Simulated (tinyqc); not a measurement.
Access strength from the read disturbance.

Inverse problem. Transistor (EKV form, voltages against the body): I = 2 n b Vt^2 [F(vp - Vs) - F(vp - Vd)] from drain to source, F(v) = ln^2(1 + exp(v/(2 Vt))), vp = (Vg - VT + sg |Vd - Vs|)/n. n-channel bodies are at 0; for the p-channel device all voltages are counted down from Vdd. b in uA/V^2 gives I in uA. In an SRAM read the low node Q obeys In(gate QB, drain Q) = Ip(gate QB, drain Q) + Ia, where the access transistor (threshold VTn) has its gate and drain at Vdd and its source at Q. Find Ia, ba and the cell ratio bn/ba.

Parameters, values chosen for the exercise:
- T = 400 K (temperature)
- Vdd = 0.8 V (supply voltage)
- n = 1.28 (slope factor)
- sg = 0.056 (drain-induced barrier lowering)
- VTn = 0.43 V (n-channel threshold)
- VTp = 0.28 V (p-channel threshold (magnitude))
- bn = 530 uA/V^2 (gain factor of the pull-down transistor)
- bp = 290 uA/V^2 (gain factor of the pull-up transistor)

Constants: q = 1.602176634e-19 C, kB = 1.380649e-23 J/K, Vt = kB T/q. Results are converted to the units shown.

Q and QB in the read (V): [0.078962528, 0.79998811]

Solution. The node equation gives Ia, which is proportional to ba.

Ia = 13.30 uA
ba = 350.0 uA/V^2
cell ratio = 1.514

Program tinyqc, `OMP_NUM_THREADS=1 python tinyqc.py 2340036 2340037 out.jsonl`; Intel Xeon 2.30GHz, shared host, one thread, about 0.1 s.
